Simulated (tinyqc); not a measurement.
From capture time tau_c back to oxide field F: oxide trap near a transistor channel: two-state multiphonon kinetics, telegraph noise and bias instability. Computed by tinyqc, a small Python program. Command: `OMP_NUM_THREADS=1 python tinyqc.py 3001702 3001703 out.jsonl oxidetrap inv`. One thread of a shared host (Intel(R) Xeon(R) Processor @ 2.30GHz), about 0.01 s of CPU time with the checks.

An n-channel device under positive gate bias. The trap is empty (state 1) or holds an electron (state 2); both states are parabolas of equal curvature, and the electron reservoir is taken at the Fermi level of the channel.

Inputs (values chosen for the exercise, with an insulator like Si3N4 on silicon):
```
quantity,value,unit
trap depth x from the interface,1,nm
tunnel barrier phi_b,2.17,eV
tunnelling mass m_ox,0.43,m_0
trap level above E_F at zero field E_t,0.45,eV
relaxation energy E_R,0.92,eV
attempt rate k_0 at the interface,5e+12,1/s
temperature T,400,K
```

Parts treated: one trap.

Constants: hbar^2/(2 m_0) = 3.80998212 eV angstrom^2; k_B = 8.617333262e-05 eV/K.

Method. kappa = sqrt(2 m_ox phi_b)/hbar = sqrt(m_ox phi_b/(hbar^2/2m_0)); attenuation length lambda = 1/(2 kappa); factor exp(-x/lambda) for a rectangular barrier. E_21 = E_t - e F x is the energy of state 2 over state 1; barriers E_c = (E_R + E_21)^2/(4 E_R), E_e = E_c - E_21; tau_c = exp(E_c/k_B T)/(k_0 P), tau_e = exp(E_e/k_B T)/(k_0 P), P the tunnelling factor; occupation f_2 = tau_e/(tau_c + tau_e); 1/tau_0 = 1/tau_c + 1/tau_e.

Problem. A run gave the result below. Find the oxide field F, known to lie between 1.9 and 6.9 MV/cm.

capture time tau_c = 1.404938e-05 s

Solution.

Each step takes the trial c = (a f_b - b f_a)/(f_b - f_a), f being the result less the target and a, b, c the logarithms of the listed values; c replaces end b, the old b replaces a if the sign of f changed, and otherwise f_a is halved.

Scan of the range:
```
oxide field F (MV/cm),capture time tau_c (s)
1.90,2.32689e-04
2.36,1.00540e-04
2.92,3.78643e-05
3.62,1.19754e-05
4.49,3.18938e-06
5.57,7.28670e-07
6.90,1.52292e-07
```

False position (Illinois rule, in the logarithm of the input) inside the bracket:
```
step,end a,end b,trial,capture time tau_c (s)
1,2.92000,3.62000,3.55822,1.32150e-05
2,2.92000,3.55822,3.51245,1.42206e-05
3,3.55822,3.51245,3.52021,1.40447e-05
4,3.51245,3.52021,3.52000,1.40494e-05
5,3.51245,3.52000,3.52000,1.40494e-05
6,3.52000,3.52000,3.52000,1.40494e-05
```

Capture time tau_c falls at every point of a 13-point scan of the range (every second point is shown), so one value fits; it is bracketed by 2.92 and 3.62. Answer: oxide field F = 3.520 MV/cm.
